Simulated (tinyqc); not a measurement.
Comparisons within one model: trap in a gate oxide as a short-range spherical well. A value that a table varies takes the place of the one given here.

A spherical well of radius R and depth V0 below the conduction edge, one mass m, c = hbar^2/2m0. The s level at binding Et solves k cot(k R) = -kappa with k = sqrt(m (V0 - Et)/c), kappa = sqrt(m Et/c); it exists for V0 > Vc = c (pi/2R)^2/m. Outside, psi falls as exp(-kappa r)/r.

Lucovsky model (delta well, plane-wave final states, no local-field factor): sigma = (32 pi alpha c/(3 n_r m Et)) (x - 1)^(3/2)/x^3, x = h nu/Et, c = hbar^2/2m0; 1 angstrom^2 = 1e-16 cm^2.

Energies from the conduction edge of the channel. The trap level at depth x is E_T = dEc - Et - e Fox x (1 MV/cm = 0.01 eV/angstrom). An electron at the channel edge tunnels with the WKB exponent S = (4/3) sqrt(m/c) [dEc^(3/2) - (dEc - e Fox x)^(3/2)]/(e Fox), c = hbar^2/2m0; tau = t0 exp(S); the occupation is f = 1/(1 + exp((E_T - EF)/kB T)), tau_c = tau/f and tau_e = tau/(1 - f). Lattice relaxation is left out; a level below the channel edge needs phonons as well, so tau is then a lower bound, while a level above it can also empty elastically at its own energy, through a thinner barrier, faster than this tau.

Constants: hbar^2/2m0 = 3.80998211 eV angstrom^2; fine-structure constant alpha = 0.007297352564; kB = 8.617333262e-05 eV/K.

Inputs chosen for the exercise (near those of HfO2 on Si; not measured data): R = 4.2 angstrom (radius of the well); m = 0.189 m0 (mass); fV = (1.03, 1.1, 1.21, 1.57, 2.38, 3.69, 6.71) (V0/Vc); n_r = 1.92 (refractive index); xs = (1.03, 1.17, 1.52, 1.78, 2.32, 2.87, 4.38, 7.87) (photon energies h nu/Et); dEc = 1.5 eV (conduction offset to the channel); Fox = 1.3 MV/cm (oxide field, lowering levels away from the channel); t0 = 0.41 x 1e-11 s (time constant at the interface); T = 300 K (temperature); EF = -0.1 eV (Fermi level above the channel edge); ds = (2, 5, 8, 11, 14, 17, 20) angstrom (depths); V0 = 6.41 eV (depth of the well); x = 5 angstrom (depth of the trap).

## From threshold to a deep level

Et against the depth at fixed R; near threshold Et = (pi^2/16)(V0 - Vc)^2/Vc.

Results:

| V0/Vc | V0 (eV) | Et (eV) | threshold form (eV) | 1/kappa (angstrom) | share outside |
|---|---|---|---|---|---|
| 1.03 | 2.904 | 0.001532 | 0.001565 | 114.7 | 0.964 |
| 1.10 | 3.102 | 0.01621 | 0.01739 | 35.3 | 0.889 |
| 1.21 | 3.412 | 0.06657 | 0.07670 | 17.4 | 0.790 |
| 1.57 | 4.427 | 0.4017 | 0.5651 | 7.1 | 0.571 |
| 2.38 | 6.711 | 1.689 | 3.312 | 3.5 | 0.338 |
| 3.69 | 10.405 | 4.447 | 12.59 | 2.1 | 0.193 |
| 6.71 | 18.920 | 11.86 | 56.71 | 1.3 | 0.088 |

The threshold form holds to 10 % up to V0/Vc = 1.10 of those listed. There the state is mostly outside the well (96 % in the first row) and knows only Et, which is why a delta-well model works; more than half is inside from V0/Vc = 2.38 on. A second s level would need V0/Vc > 9. From V0/Vc = 6.71 on Et exceeds the gap of the host, about 5.8 eV, so those rows only show the model.

## Neutral against charged centre

Et = 1.49263 eV

Lucovsky cross-section, its shape relative to the peak, and the shape of a hydrogen-like centre relative to threshold: x^-4 exp(4 - 4 atan(e)/e)/(1 - exp(-2 pi/e)), e = sqrt(x - 1).

Results:

| x | h nu (eV) | sigma (1e-18 cm^2) | relative to peak | hydrogen-like |
|---|---|---|---|---|
| 1.03 | 1.537 | 0.818 | 0.038 | 0.924 |
| 1.17 | 1.746 | 7.53 | 0.350 | 0.656 |
| 1.52 | 2.269 | 18.4 | 0.854 | 0.320 |
| 1.78 | 2.657 | 21.0 | 0.977 | 0.206 |
| 2.32 | 3.463 | 20.9 | 0.972 | 0.097 |
| 2.87 | 4.284 | 18.6 | 0.865 | 0.052 |
| 4.38 | 6.538 | 12.7 | 0.592 | 0.015 |
| 7.87 | 11.747 | 6.35 | 0.296 | 0.002 |

The short-range centre starts from zero, reaches half its peak at x = 1.24 and peaks at x = 2; in the last row it still has 30 % of the peak. The Coulomb centre is largest at threshold and is down to 0.2 % there. Reading the peak as the threshold would misplace the level by a factor 2, here 1.49 eV. Rows above the gap, about 5.8 eV, are hidden by band-to-band absorption.

## Depth of the trap

Each depth has its own level and time; the corner frequency is 1/(2 pi tau).

Results:

| x (angstrom) | E_T (eV) | S | tau (s) | corner (Hz) | f |
|---|---|---|---|---|---|
| 2 | -0.019 | 1.09 | 1.2e-11 | 1.3e+10 | 0.041 |
| 5 | -0.058 | 2.70 | 6.1e-11 | 2.6e+09 | 0.163 |
| 8 | -0.097 | 4.29 | 3.0e-10 | 5.3e+08 | 0.467 |
| 11 | -0.136 | 5.86 | 1.4e-09 | 1.1e+08 | 0.799 |
| 14 | -0.175 | 7.40 | 6.7e-09 | 2.4e+07 | 0.947 |
| 17 | -0.214 | 8.92 | 3.1e-08 | 5.2e+06 | 0.988 |
| 20 | -0.253 | 10.42 | 1.4e-07 | 1.2e+06 | 0.997 |

tau spans 4.1 decades, one decade for each 4.29 angstrom at the start and 4.61 at the end, where the field has thinned the barrier. Traps spread evenly in depth are thus spread nearly evenly in ln tau; if levels near EF exist at every depth, this sums to 1/f noise and to charging that grows as ln t. With the single Et of this table only depths where f is neither 0 nor 1 contribute. The level crosses EF between 8 and 11 angstrom.

## What each parameter does

Et from the well, then the level and the time. Each row changes one parameter from the base and keeps the others.

Results:

| case | Et (eV) | E_T (eV) | log10 tau (s) | ln(tau_c/tau_e) |
|---|---|---|---|---|
| base | 1.493 | -0.058 | -10.22 | 1.6 |
| x = 7 angstrom | 1.493 | -0.084 | -9.75 | 0.6 |
| Fox = 2.3 MV/cm | 1.493 | -0.108 | -10.23 | -0.3 |
| dEc = 1.38 eV | 1.493 | -0.178 | -10.26 | -3.0 |
| m = 0.208 m0 | 1.745 | -0.310 | -10.16 | -8.1 |
| V0 = 6.73 eV | 1.702 | -0.267 | -10.22 | -6.4 |
| T = 350 K | 1.493 | -0.058 | -10.22 | 1.4 |
| EF = -0.05 eV | 1.493 | -0.058 | -10.22 | -0.3 |

The largest shifts from the base row, up to three for each result and ties (the steps differ in size, so this ranks the rows, not the parameters). Et (eV): m +0.252, V0 +0.209; unchanged at the printed digits by x, Fox, dEc, T and EF. E_T (eV): m -0.252, V0 -0.209, dEc -0.120; unchanged at the printed digits by T and EF. log10 tau (s): x +0.46, m +0.06, dEc -0.05; unchanged at the printed digits by V0, T and EF. ln(tau_c/tau_e): m -9.7, V0 -8.1, dEc -4.6.

(tinyqc, `OMP_NUM_THREADS=1 python tinyqc.py 1251556 1251557 out.jsonl`, Intel(R) Xeon(R) Processor @ 2.30GHz, 1 thread, shared host, about 0.01 s.)
